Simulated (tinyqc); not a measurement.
Interface traps from C-V curves, high-low and Terman methods: two steps of the calculation.

MOS capacitor on an n-type substrate; psi is the band bending, negative in depletion; only majority carriers are counted. At the bending psi the Fermi level lies y = xi - psi below the conduction edge at the surface, xi = Vt ln(Nc/Nd). Dit(y) = D0 + D1 exp(-y/E1); traps fill up to the Fermi level, follow the bias and a slow signal, and do not follow a fast one. V is the gate voltage from flat band.

Constants: q = 1.602176634e-19 C. Results are converted to the units shown.

Task 1. High-low extraction. q Dit = (1/C_LF - 1/Cox)^(-1) - (1/C_HF - 1/Cox)^(-1) at each point.

```
point  C_HF (nF/cm^2)  C_LF (nF/cm^2)
0           50.072477       172.29283
1           53.328853       196.16326
2           57.327806       229.14521
3           62.405224       274.11440
4           69.158687       334.16294
5           78.786639       412.03201
6           94.166760       509.32344
7           124.28054       626.26413
8           205.47293       764.86431
```

Cox = 1438.8055 nF/cm^2

Find: Dit by high-low.

Result 1.

Dit by high-low, point 0 to 8 (cm^-2 eV^-1): 8.9786e11  1.0720e12  1.3285e12  1.7064e12  2.2632e12  3.0835e12  4.2920e12  6.0725e12  8.6958e12

Task 2. Terman extraction. psi at each point follows from C_HF and the ideal curve. Dit = (Cox/q) d(V - V0)/dpsi by central differences over the two neighbours.

```
point      psi (V)       V0 (V)        V (V)
0      -0.46000000  -0.49192890  -0.66662302
1      -0.40575000  -0.43565895  -0.60443710
2      -0.35150000  -0.37924232  -0.54081986
3      -0.29725000  -0.32264148  -0.47512576
4      -0.24300000  -0.26579952  -0.40640213
5      -0.18875000  -0.20862234  -0.33323511
6      -0.13450000  -0.15093217  -0.25350259
7      -0.08025000  -0.09231101  -0.16392194
8      -0.02600000  -0.03138150  -0.05889538
```

Cox = 1438.8055 nF/cm^2

Wanted: Dit by Terman.

Result 2.

Dit by Terman, point 1 to 7 (cm^-2 eV^-1): 1.0856e12  1.3486e12  1.7361e12  2.3069e12  3.1478e12  4.3869e12  6.2123e12

The differences overstate the curved tail; the largest error is 2.3 %, at point 7.

Range of the model: In a narrow-gap semiconductor minority carriers respond as well once the bending nears the inversion point; they are left out.

Numbers from tinyqc (`OMP_NUM_THREADS=1 python tinyqc.py 2030047 2030048 out.jsonl`; about 0.01 s on one thread of a shared Intel Xeon 2.30GHz).
